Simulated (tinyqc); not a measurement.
Inside a calculation. Model: CMOS latch-up, two-transistor model.

Numbers from tinyqc (`OMP_NUM_THREADS=1 python tinyqc.py 2670116 2670117 out.jsonl`; about 0.06 s on one thread of a shared Intel Xeon 2.30GHz). Printed values are rounded.

A parasitic pnp (emitter at Vdd, base shunted by Rw) and npn (emitter at ground, base shunted by Rs) feed each other: the npn collector current flows out of the pnp base node, the pnp collector current into the npn base node. Forward-active transistors with constant gains: Icn = Isn exp(Vn/Vt), Icp = Isp (exp(Vp/Vt) - 1). A current Ii is injected into the npn base node.

Values chosen for this exercise; values close to those of bulk CMOS: temperature T = 300 K; current gain of the npn bn = 17.5; current gain of the pnp bp = 3.7; saturation current of the npn at T Isn = 1.3e-15 A; saturation current of the pnp at T Isp = 9.6e-15 A; substrate resistance shunting the npn Rs = 330 ohm; well resistance shunting the pnp Rw = 1300 ohm; resistance from the pnp collector to the npn base R2 = 81 ohm; base-emitter voltage in the on state Von = 0.74 V; saturation voltage Vsat = 0.12 V; supply voltage Vdd = 1.8 V; current injected into the substrate Ii = 1.34 mA.

Constants: q = 1.602176634e-19 C, kB = 1.380649e-23 J/K, Vt = kB T/q. Results are converted to the units shown.

## Holding current and voltage

On state with both base-emitter voltages at Von: npn base current Ib = (Von/Rs + bp Von/Rw)/(bn bp - 1), holding current Ih = (bn + 1) Ib + Von/Rs, holding voltage Vh = Vsat + Von + R2 (Ib + Von/Rs).

bn bp = 64.75
Ib = 0.06821299 mA
Ih = 3.504365 mA
Vh = 1.047162 V

Vh is below Vdd = 1.8 V, so the supply can sustain a latched state.

## The off branch

Vn, point 0 to 7 (V): 0.484  0.564  0.614  0.644  0.664  0.684  0.699  0.714

Node equations: Vp/Rw + Icp/bp = Icn and Vn/Rs + Icn/bn = Icp + Ii. Loop gain G = gn gp/[(1/Rw + gp/bp)(1/Rs + gn/bn)], gn = Icn/Vt, gp = (Icp + Isp)/Vt; the off state ends where G = 1, and Ii there is the trigger current. For each Vn: Icn, then Vp from the first equation, then Ii from the second.

```
point   Icn (mA)     Vp (V)    Icp (mA)   Ii (mA)           G
0      1.7571e-4  2.2842e-4  8.5197e-14    1.4667  1.0922e-12
1      0.0038791  0.0050428  2.0677e-12    1.7093  2.8970e-11
2       0.026834   0.034885  2.7409e-11    1.8621  6.2524e-10
3       0.085638    0.11133  7.0247e-10    1.9564   3.6842e-8
4        0.18563    0.24132   1.0871e-7    2.0227   1.1409e-5
5        0.40238    0.52118   0.0054655    2.0903      1.0159
6        0.71883    0.65036     0.80866    1.3506      20.415
7         1.2841    0.68254      2.8087  -0.57171      30.517
```

Ii peaks at 2.090 mA, at Vn = 0.6840 V where G = 1; beyond it the loop feeds itself.

## Iteration 1: response to the injected current, once round the loop per iteration

Vn at the start = 0.53 V

Icn = Isn exp(Vn/Vt); Vp solves Vp/Rw + Icp/bp = Icn; Vn(new) solves Vn/Rs + (Isn/bn) exp(Vn/Vt) = Icp + Ii.

Icn = 0.001041242 mA
Vp = 0.001353614 V
Icp = 5.160495e-13 mA
Vn after iteration 1 = 0.4421993 V

## Course of the iteration: response to the injected current, once round the loop per iteration

Stop when Vn changes by less than 1e-9 V, or after 150 iterations. Vn must stay below 1.1 V.

Course of the iteration:
```
iteration     Vn (V)  |change| (V)
1          0.4421993        0.0878
2          0.4421993      1.65e-13
```

Converged in 2 iterations. The change falls from 0.088 in the first iteration to below the tolerance in the last. An off state exists, since Ii is below the trigger current, the largest Ii that the node equations allow, 2.090 mA.
